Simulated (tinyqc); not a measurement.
From results back to parameters: static screening by free carriers. Three cases, with inputs chosen for the exercise.

Problem. At zero temperature the gas shows Friedel oscillations of period pi/kF and a Thomas-Fermi length 1/qTF; n and m are hidden.

kF = (3 pi^2 n/Mv)^(1/3), EF = c kF^2/m with c = hbar^2/2m0, n in 1/angstrom^3 (1e-24 per 1/cm^3), e2 = e^2/(4 pi eps0). Thomas-Fermi: qTF^2 = 6 pi e2 n/(eps EF). Debye: qD^2 = 4 pi e2 n/(eps kB T).

Constants: hbar^2/2m0 = 3.80998211 eV angstrom^2; e^2/(4 pi eps0) = 14.39964547 eV angstrom.

Find: kF; n; m.

Method. kF = pi/period and n = Mv kF^3/(3 pi^2); qTF^2 = 2 e2 Mv m kF/(pi eps c) then gives m.

Case 1.

Values chosen (out of a larger set: near those of GaN; not measured data): Mv = 1 (valleys); eps = 8.96 (background dielectric constant).

period = 68.9117 angstrom
1/qTF = 20.5728 angstrom

Solution.

kF = 0.04559 1/angstrom
n = 3.20e+18 1/cm^3
m = 0.193 m0

Case 2.

Values chosen (out of a larger set: near those of InP; not measured data): Mv = 1 (valleys); eps = 13.2 (background dielectric constant).

period = 173.647 angstrom
1/qTF = 63.2911 angstrom

Solution.

kF = 0.01809 1/angstrom
n = 2.00e+17 1/cm^3
m = 0.076 m0

Case 3.

Values chosen (out of a larger set: near those of InP; not measured data): Mv = 1 (valleys); eps = 12.6 (background dielectric constant).

period = 79.2994 angstrom
1/qTF = 40.9570 angstrom

Solution.

kF = 0.03962 1/angstrom
n = 2.10e+18 1/cm^3
m = 0.079 m0

Computed by tinyqc, one run a case: `OMP_NUM_THREADS=1 python tinyqc.py N N+1 out.jsonl` with N = 1652713, 1652723, 1652748; one thread of a shared Intel(R) Xeon(R) Processor @ 2.30GHz, about 0.01 s a run at most.
